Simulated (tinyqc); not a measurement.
Floating body of a partially depleted SOI transistor: body voltage and kink: two steps of the calculation.

Source at 0 V. Channel current Ic = 2 nf K Vt^2 [F(0) - F(Vd)](1 + la Vd), F(V) = ln^2(1 + exp((Vg - VT - nf V)/(2 nf Vt))), VT = VT0 - gb Vb. Saturation voltage Vs = 2 Vt sqrt(F(0)) + 3 Vt, excess Ve = (Vd - Vs + sqrt((Vd - Vs)^2 + 0.0004 V^2))/2, multiplication M1 = Ai Ve exp(-Bl/Ve). Each junction passes D(v) = J1 (exp(v/Vt) - 1) + J2 (exp(v/(2 Vt)) - 1). Bipolar current Ib = bb J1 (exp(Vb/Vt) - 1). The body settles where M1 (Ic + Ib) = D(Vb) + D(Vb - Vd) + Vb/Rb; drain current Id = (1 + M1)(Ic + Ib) - D(Vb - Vd).

Parameters, values chosen for the exercise; values of the order met in partially depleted silicon-on-insulator transistors:
- T = 330 K (temperature)
- VT0 = 0.54 V (threshold at zero body voltage)
- gb = 0.12 (fall of the threshold per volt of body voltage)
- nf = 1.23 (slope factor)
- K = 170 uA/(V^2 um) (gain factor per width)
- la = 0.07 1/V (channel-length modulation factor)
- Ai = 1.79 1/V (impact-ionisation prefactor)
- Bl = 6.9 V (impact-ionisation voltage)
- J1 = 8.3e-12 uA/um (diffusion saturation current of each junction)
- J2 = 4.1e-9 uA/um (recombination saturation current of each junction)
- bb = 0.5 (gain of the lateral bipolar transistor on the diffusion current)
- Rb = 1e9 kohm um (resistance of a weak body tie to the source (1e9 stands for no tie, and the term is then dropped))
- Vg = 0.9 V (gate voltage)
- Vd = 1.6 V (drain voltage)

Constants: q = 1.602176634e-19 C, kB = 1.380649e-23 J/K, Vt = kB T/q. Results are converted to the units shown.

Problem 1. New Vb. Current into the body I_in = M1 (Ic + Ib) - D(Vb - Vd), current out I_out = D(Vb) + Vb/Rb; f = ln(I_in/I_out), s = df/dVb by central differences over 1e-5 V, Vb(new) = Vb - f/s.

Vb after iteration 1 = 0.65287168 V

Wanted: Ic; Ve; M1; I_in; I_out; f; s; Vb after iteration 2.

Solution 1.

Ic = 14.775 uA/um
Ve = 1.1583 V
M1 = 0.0053648
I_in = 0.079470 uA/um
I_out = 0.077980 uA/um
f = 0.018925
s = -35.024 1/V
Vb after iteration 2 = 0.65341 V

Problem 2. Drain current with floating and with grounded body. Id and VT at the converged Vb, Id at Vb = 0, their ratio, and the bipolar share Ib/(Ic + Ib).

converged Vb = 0.65341203 V

Wanted: VT; Id, floating; Id, grounded; ratio; bipolar share.

Solution 2.

VT = 0.46159 V
Id, floating = 14.898 uA/um
Id, grounded = 10.059 uA/um
ratio = 1.4811
bipolar share = 0.26680 %

The body rises to 0.653 V and lowers the threshold by 78.4 mV.

Range of the model: The multiplication law is an empirical form chosen for the exercise; self-heating and capacitive coupling to the body are left out, and the linear laws are rough once Vb passes about 0.7 V or M1 about 0.1.

Computed by the program tinyqc: `OMP_NUM_THREADS=1 python tinyqc.py 2182252 2182253 out.jsonl`, one thread of a shared Intel Xeon 2.30GHz, about 0.2 s for the whole run.
